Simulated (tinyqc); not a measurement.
Inside a calculation. Model: Debye-Callaway model of lattice thermal conductivity. Computed by tinyqc, a small Python program that keeps every step. Command: `OMP_NUM_THREADS=1 python tinyqc.py 3025012 3025013 out.jsonl callaway walk`. One thread of a shared host (Intel(R) Xeon(R) Processor @ 2.30GHz), about 0.01 s of CPU time with the checks. Intermediate numbers are printed to about 6 digits and carried at full precision; extremes and crossings named in words are read from the listed rows.

Three acoustic branches with one velocity v, cut at omega_D = k_B Theta/hbar; x = hbar omega/(k_B T). v and Theta are separate inputs: Theta cuts off the heat-carrying modes, so C need not reach 3 k_B/V. gamma is an effective value that sets the umklapp rate.

Inputs (values chosen for the exercise, modelled on silicon carbide):
```
quantity                              value        unit
sound velocity v                       9070         m/s
Debye temperature Theta                1140           K
volume per atom V                      10.4  angstrom^3
mean atomic mass M                    20.05           u
effective Grueneisen parameter gamma   3.05           -
umklapp exponent divisor b              2.5           -
alloy fraction f                       0.35           -
mass difference Delta M                11.5           u
Casimir length L                         75  micrometre
normal-process factor f_N              0.89           -
temperature T                            77           K
probe frequency omega/omega_D          0.83           -
```

Sample: crystal. Point defects: alloy. Normal processes: included.

Constants: k_B = 1.380649e-23 J/K; hbar = 1.054571817e-34 J s; u = 1.6605390666e-27 kg.

## Mass-fluctuation parameter

For a random alloy on all sites Gamma = f (1 - f) (Delta M/M)^2, with M the mean mass; strain-field scattering is left out. A = V Gamma/(4 pi v^3).

Gamma = 0.0748425

Rayleigh coefficient A = 8.30137e-44 s^3

## Scattering rates at one frequency

Rates: point defects A omega^4; umklapp B omega^2 T exp(-Theta/(b T)) with B = hbar gamma^2/(M v^2 Theta); normal processes f_N B omega^2 T (T/Theta)^2. Boundaries: v/L. The resistive time is tau_R = 1/(boundary + point-defect + umklapp rates), and the free path is v tau_R.

omega = 1.23877e+14 rad/s

Rates:
```
process         rate (1/s)  rate x tau_R
boundaries     1.20933e+08   6.18602e-06
point defects  1.95484e+13      0.999943
umklapp        9.94805e+08   5.08866e-05
normal         1.50739e+09   7.71064e-05
```

tau_R = 5.11523e-14 s

free path = 0.463951 nm

The strongest resistive process at this frequency: point defects, 100 % of the resistive rate.

## The integrand on a coarse grid

x runs in ten equal steps to min(Theta/T, 12); g = x^4 e^x/(e^x - 1)^2; tau_C is the inverse of all rates summed; the last column is c tau_C g with c = (k_B/(2 pi^2 v)) (k_B T/hbar)^3.

Integrand:
```
x           g    tau_C (s)  c tau_C g (W/(m K))
1.2   1.27896  5.20149e-10          5.25564e+01
2.4   3.64033  3.48917e-11          1.00347e+01
3.6   4.85080  6.92847e-12          2.65516e+00
4.8   4.44150  2.19490e-12          7.70164e-01
6.0   3.22845  8.99442e-13          2.29407e-01
7.2   2.00936  4.33854e-13          6.88719e-02
8.4   1.12005  2.34213e-13          2.07247e-02
9.6   0.57533  1.37302e-13          6.24068e-03
10.8  0.27754  8.57210e-14          1.87957e-03
12.0  0.12741  5.62435e-14          5.66120e-04
```

The integrand is largest at the lowest frequency shown, whose long lifetime outweighs its small heat capacity.

## Thermal conductivity

kappa_1 = c int tau_C g dx, g = x^4 e^x/(e^x - 1)^2, c = (k_B/(2 pi^2 v)) (k_B T/hbar)^3, over 0 < x < min(Theta/T, 40), by 96 Gauss-Legendre points in s with x = x_max s^2; 1/tau_C = 1/tau_R + 1/tau_N; kappa_2 = c [int (tau_C/tau_N) g dx]^2 / int (tau_C/(tau_N tau_R)) g dx; kappa = kappa_1 + kappa_2. Heat capacity C = 3 c int g dx / v^2; grey free path 3 kappa/(C v); the median free path v tau_C halves kappa_1 when the quadrature points are ordered by free path (each counted at half its weight, interpolated in the logarithm); likewise at 10 % and 90 %.

kappa_1 = 124.127 W/(m K)

kappa_2 = 0.0100589 W/(m K)

kappa = 124.137 W/(m K)

heat capacity C = 74768.1 J/(m^3 K)

grey free path = 549.159 nm

median free path = 14681.2 nm

free path at 10 % of kappa_1 = 509.241 nm

free path at 90 % of kappa_1 = 62759.9 nm

The median free path is 27 times the grey one: a small share of the heat capacity, at low frequency, carries much of the heat. The middle 80 % of kappa_1 spans a factor 120 in free path. The Callaway term kappa_2 is 0.0081 % of the total. Caution: for so large a Gamma the Rayleigh formula is only rough near omega_D.

## Leaving out one process at a time

The formulas are those given above.

Conductivity at T:
```
case                   kappa (W/(m K))  ratio to all
all processes                  124.137             1
without point defects          7848.88       63.2276
without boundaries             996.731       8.02928
without umklapp                124.906       1.00619
```

Removing point defects raises kappa most, by a factor 63.2; removing umklapp gives only 1.01.

## Conductivity against temperature

The boundary limit is C v^2/(3 x boundary rate), with C = 3 c int g dx / v^2.

Kappa (W/(m K)):
```
T (K)  all processes  without point defects  boundary limit
11           24.1260                49.4730         49.4730
23           64.3966                452.245         452.245
40           96.5875                2376.73         2378.86
68           120.306                8241.69         11685.0
110          127.696                3605.47         48418.1
190          98.5992                904.394          187689
340          54.3832                272.398          427183
570          30.2882                107.728          583289
910          17.2132                49.4416          654180
1500         8.95286                22.6583          686672
```

kappa peaks among these rows at 110 K (T/Theta = 0.096) with 128 W/(m K). The exponent d ln kappa/d ln T is 1.33 at the cold end and -1.31 at the hot end. The normal rate is taken to grow as T^3 at all T, which overstates it above Theta. Point defects cost most at 68 K, a factor 68.5.

Checks made by the program: heat capacity against the Debye function (relative difference below 1e-10).
